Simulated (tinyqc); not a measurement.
Inside a calculation: graded (staircase) quantum well by finite differences. Values are carried at full precision from step to step, so a last printed digit may differ when a step is redone from the rounded ones.

Finite differences on points z_i at the centres of cells of width h: H_ii = (c/h^2)(1/m_(i-1/2) + 1/m_(i+1/2)) + V_i, H_(i,i+1) = -(c/h^2)/m_(i+1/2), where m_(i+1/2) is the mean of the masses at the two points (the end values are repeated outwards), psi = 0 on the points beyond both ends, c = hbar^2/2m0. The field adds e F (z - z0) with z0 the middle of the structure; 1 kV/cm = 1e-5 eV/angstrom.

Constants: hbar^2/2m0 = 3.80998211 eV angstrom^2.

Inputs chosen for the exercise (near those of an InGaAs well in InAlAs; the results hold for these values, not for the real material):
```
symbol  value                                                                                                                                          unit      meaning
layers  ((45, 0.551, 0.078), (15, 0.245, 0.0579), (15, 0.061, 0.0458), (15, 0, 0.0418), (15, 0.061, 0.0458), (15, 0.245, 0.0579), (45, 0.551, 0.078))            each layer: thickness in angstrom, band edge in eV, mass in m0
F       81                                                                                                                                             kV/cm     field along z
h       15                                                                                                                                             angstrom  cell width of the coarse grid
hf      0.9375                                                                                                                                         angstrom  cell width of the fine grid
```

## The coarse grid

List the points, the potential with the field, and the masses.

Grid:
```
i,z (angstrom),V (eV),m (m0)
1,7.5,0.4903,0.0780
2,22.5,0.5024,0.0780
3,37.5,0.5145,0.0780
4,52.5,0.2207,0.0579
5,67.5,0.0488,0.0458
6,82.5,0.0000,0.0418
7,97.5,0.0732,0.0458
8,112.5,0.2693,0.0579
9,127.5,0.5875,0.0780
10,142.5,0.5996,0.0780
11,157.5,0.6118,0.0780
```

## The tridiagonal Hamiltonian

Form the diagonal and the neighbouring elements; V in the grid already includes the field.

diagonal H_ii (eV): 0.9244  0.9366  0.9808  0.7965  0.7620  0.7732  0.7863  0.8451  1.0537  1.0338  1.0459

H_(i,i+1) (eV): -0.2171  -0.2171  -0.2492  -0.3266  -0.3866  -0.3866  -0.3266  -0.2492  -0.2171  -0.2171

## Lowest levels on the coarse grid

Diagonalise the symmetric tridiagonal matrix; give the three lowest levels and the weights u_i^2 (sum 1) of the two lowest.

levels (eV): 0.1324  0.4071  0.5981

weights on the points:
```
,1,2,3,4,5,6,7,8,9,10,11
level 1,0.000,0.001,0.008,0.083,0.266,0.356,0.224,0.058,0.005,0.000,0.000
level 2,0.003,0.018,0.075,0.262,0.161,0.004,0.214,0.213,0.042,0.006,0.001
```

## Halving the cell width

The same with h, h/2, ..., h/32. The end points move with h, since psi vanishes half a cell beyond the structure. Richardson value (4 E(h/32) - E(h/16))/3.

Convergence:
```
cell (angstrom),points,E1 (eV),E2 (eV),E1 - finest (meV)
15.0000,11,0.13244,0.40712,-8.817
7.5000,22,0.13887,0.42231,-2.386
3.7500,44,0.14065,0.42630,-0.605
1.8750,88,0.14111,0.42737,-0.145
0.9375,176,0.14123,0.42767,-0.029
0.4688,352,0.14126,0.42777,0.000
```

Richardson values of E1, E2 (eV): 0.14127  0.42780

The coarse grid is 8.8 meV too low in E1. The last differences between rows shrink by a factor 4.0 (4 for a pure h^2 error, 2 for one linear in h).

## Positions and dipoles on the fine grid

With h sum psi^2 = 1: <z - z0> of three levels, |z_12| and |z_13|, the mass m1 from 1/m1 = <1|1/m|1>, and f_1j = (m1/c)(E_j - E_1) z_1j^2.

levels (eV): 0.1412  0.4277  0.6321

<z - z0> (angstrom): -1.6  -3.5  -14.4

|z_12|, |z_13| (angstrom): 16.70  0.94

m1 = 0.0463 m0

f_12, f_13: 0.972  0.005

Parity is broken, so the 1-3 transition is allowed, with 0.0054 times the strength of 1-2. E2 - E1 = 286.4 meV, a wavelength of 4.3 micrometre (hc = 1239.841984 eV nm). Level 3 lies above the lowest point of the outer barriers, so it is a resonance or a state of the finite grid, and values that rest on it depend on the ends of the grid.

## Checks

- E1 at zero field on the grid h/32 against transfer matrices between the same hard ends, eV: both 0.1419.

(tinyqc, `OMP_NUM_THREADS=1 python tinyqc.py 1281020 1281021 out.jsonl`, Intel(R) Xeon(R) Processor @ 2.30GHz, 1 thread, shared host, about 0.02 s.)
